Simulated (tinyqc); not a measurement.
What the shift does to the intrinsic density: temperature and isotope dependence of a band gap in oscillator models.

E(T) = E0 - sum_i sl_i th_i n_i(T), n = 1/(exp(th/T) - 1). The same coupling lowers the gap at 0 K by the zero-point term ZP = sum_i sl_i th_i/2, so the gap of the static lattice is E0 + ZP. Thermal expansion is taken as part of the slopes.

Constants: kB = 8.617333262e-05 eV/K; hbar^2/2m0 = 3.80998211 eV angstrom^2.

Parameters, chosen for this exercise (near those of InP; not measured data): E0 = 1.415 eV (gap at 0 K); th = (107, 367) K (temperatures of two oscillators); sl = (0.0905, 0.2865) meV/K (their high-temperature slopes); mm = 0.21 m0 (geometric mean of the density-of-states masses).

ni = 2 (mm kT/(4 pi c))^(3/2) exp(-E/2kT), c = hbar^2/2m0, with E(T) and with E0; 1 angstrom^-3 = 1e24 cm^-3. Apparent gap from an Arrhenius plot of ni/T^(3/2): E(T) - T dE/dT, dE/dT = -sum sl_i (th_i/T)^2 n_i (1 + n_i).

Results:
```
T (K)  E(T) (eV)  ni (cm^-3)  ni with E(T) / ni with E0  apparent gap (eV)
200       1.3813        5.18                      2.655             1.4426
250       1.3654    3.17e+04                      3.162             1.4477
300       1.3486    1.14e+07                      3.614             1.4514
350       1.3312    7.93e+08                      4.012             1.4542
400       1.3135    1.98e+10                      4.361             1.4563
500       1.2774    1.90e+12                      4.939             1.4594
700       1.2038    3.99e+14                      5.757             1.4631
```

Using E0 in place of E(T) understates ni by a factor that rises from 2.66 to 5.76, towards exp(sum sl/2kB) = 8.9. The slope of an Arrhenius plot returns neither E(T) nor E0 but the intercept of the tangent, 1.4514 eV at 300 K, which lies 36 meV above E0 and tends to the static gap 1.4724 eV.

(tinyqc, `OMP_NUM_THREADS=1 python tinyqc.py 1850192 1850193 out.jsonl`, Intel(R) Xeon(R) Processor @ 2.30GHz, 1 thread, shared host, about 0.01 s.)
